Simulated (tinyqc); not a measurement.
# Schottky emission and Poole-Frenkel conduction in an insulator, and how to tell them apart: effect of temperature

Schottky emission (electrode-limited): J = As T^2 exp[-(pb - b sqrt(F))/Vt], b = sqrt(q/(4 pi eps0 ei)). Poole-Frenkel emission (bulk-limited): J = s0 F exp[-(pt - 2 b sqrt(F))/Vt]. F in V/cm.

Both formulas at the same field.

Inputs (values chosen for the exercise); dielectric values close to those of zirconium oxide: high-frequency relative permittivity ei = 4.4; trap depth pt = 1.06 eV; Poole-Frenkel prefactor s0 = 0.016 S/cm; electrode barrier pb = 1.21 eV; Richardson constant As = 66 A/(cm^2 K^2); field F = 1.2 MV/cm.

Constants: q = 1.602176634e-19 C, kB = 1.380649e-23 J/K, Vt = kB T/q, eps0 = 8.8541878128e-14 F/cm where lengths are in cm. Results are converted to the units shown.

Result of one run:

| J, Schottky (A/cm^2) | J, Poole-Frenkel (A/cm^2) | ratio |
|---|---|---|
| 7.243e-17 | 2.618e-11 | 2.766e-6 |

Which temperature T gave this result: 225, 260, 340 or 420 K?

T = 225 K.

The whole series:

| T (K) | J, Schottky (A/cm^2) | J, Poole-Frenkel (A/cm^2) | ratio |
|---|---|---|---|
| 225 | 7.243e-17 | 2.618e-11 | 2.766e-6 |
| 260 | 1.088e-13 | 2.625e-9 | 4.143e-5 |
| 300 | 5.968e-11 | 1.363e-7 | 4.380e-4 |
| 340 | 7.661e-9 | 2.792e-6 | 0.002743 |
| 380 | 3.628e-7 | 3.030e-5 | 0.01197 |
| 420 | 8.407e-6 | 2.088e-4 | 0.04026 |
| 475 | 2.738e-4 | 0.001745 | 0.1569 |

The Schottky current grows by 12.6 decades and the Poole-Frenkel current by 7.82, as their lowered barriers are 1.01 and 0.664 eV. A tunnelling current would hardly change over this range. For T = 225 a Fowler-Nordheim estimate for tunnelling through pb with a mass of 0.4 m0 exceeds the Schottky current, so tunnelling, left out here, would compete.

Computed by the program tinyqc: `OMP_NUM_THREADS=1 python tinyqc.py 2370056 2370057 out.jsonl`, one thread of a shared Intel Xeon 2.30GHz, about 0.01 s for the whole run.
